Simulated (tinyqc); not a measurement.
Electron-beam lithography: double-Gaussian proximity function, edge placement and dose correction for parallel lines: one step, computed by the program tinyqc. Command: `OMP_NUM_THREADS=1 python tinyqc.py 3113968 3113969 out.jsonl proximity walk`. One thread of a shared host (Intel(R) Xeon(R) Processor @ 2.30GHz), about 0.01 s of CPU time with the checks.

Lines are infinitely long. Absorbed energy is counted so that the middle of a very large area written at dose 1 receives 1; the resist develops where it exceeds 1/2.

Question. Interaction matrix. f(r) = [exp(-r^2/alpha^2)/alpha^2 + eta exp(-r^2/beta^2)/beta^2]/(pi (1 + eta)). A line from a to b at dose d gives E(x) = d [S(alpha) + eta S(beta)]/(1 + eta), S(s) = [erf((b - x)/s) - erf((a - x)/s)]/2. M_ij is the mean of E at the two edges of line i from line j at dose 1.

Inputs (values chosen for the exercise, of the order of those for 100 keV electrons in resist on silicon): forward range alpha = 0.023 micrometre; backscatter range beta = 29 micrometre; backscatter ratio eta = 0.96.

Lines (micrometre):

| line | left edge | right edge | centre |
|---|---|---|---|
| 1 | 0.000 | 5.200000e-02 | 2.600000e-02 |
| 2 | 3.152 | 3.188000e+00 | 3.170000e+00 |
| 3 | 3.266 | 4.726600e+01 | 2.526600e+01 |
| 4 | 50.966 | 5.105400e+01 | 5.101000e+01 |
| 5 | 55.154 | 5.520500e+01 | 5.517950e+01 |

Give: M.

Answer.

M:
```
        1       2       3       4       5
1  0.2552  0.0003  0.2090  0.0000  0.0000
2  0.0005  0.2486  0.2363  0.0001  0.0000
3  0.0003  0.0002  0.4922  0.0004  0.0002
4  0.0000  0.0000  0.2045  0.2559  0.0005
5  0.0000  0.0000  0.1685  0.0008  0.2552
```
